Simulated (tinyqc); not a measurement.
Non-radiative capture by multiphonon emission, one effective mode: one step, computed by the program tinyqc. Command: `OMP_NUM_THREADS=1 python tinyqc.py 3031857 3031858 out.jsonl capture walk`. One thread of a shared host (Intel(R) Xeon(R) Processor @ 2.30GHz), about 0.02 s of CPU time with the checks.

The initial state (free carrier plus empty centre) lies dE above the final state; both have the same frequency and are displaced by dQ.

Question. Geometry of the two curves. dQ = sqrt(2 S (hbar^2/u)/hbar omega); relaxation energy lambda = S hbar omega; phonons needed P = dE/hbar omega; classical barrier E_b = (dE - lambda)^2/(4 lambda); occupation n = 1/(exp(hbar omega/k_B T) - 1).

Inputs (values chosen for the exercise, with mass, screening and phonons like those of GaN):
```
quantity                  value  unit
energy released dE         1.23    eV
phonon energy hbar omega   89.5   meV
Huang-Rhys factor S        7.66     -
temperature T               120     K
```

Centre: neutral.

Constants: hbar^2/u = 4.18015928e-03 eV angstrom^2; k_B = 8.617333262e-05 eV/K.

Give: dQ; lambda; P; classical barrier E_b; occupation n.

Answer.

dQ = 0.8459 u^(1/2) angstrom

lambda = 0.68557 eV

P = 13.74

classical barrier E_b = 0.1081 eV

occupation n = 1.743e-04

dE exceeds lambda: the inverted case usual for deep centres, in which the curves cross on the far side of the initial minimum.
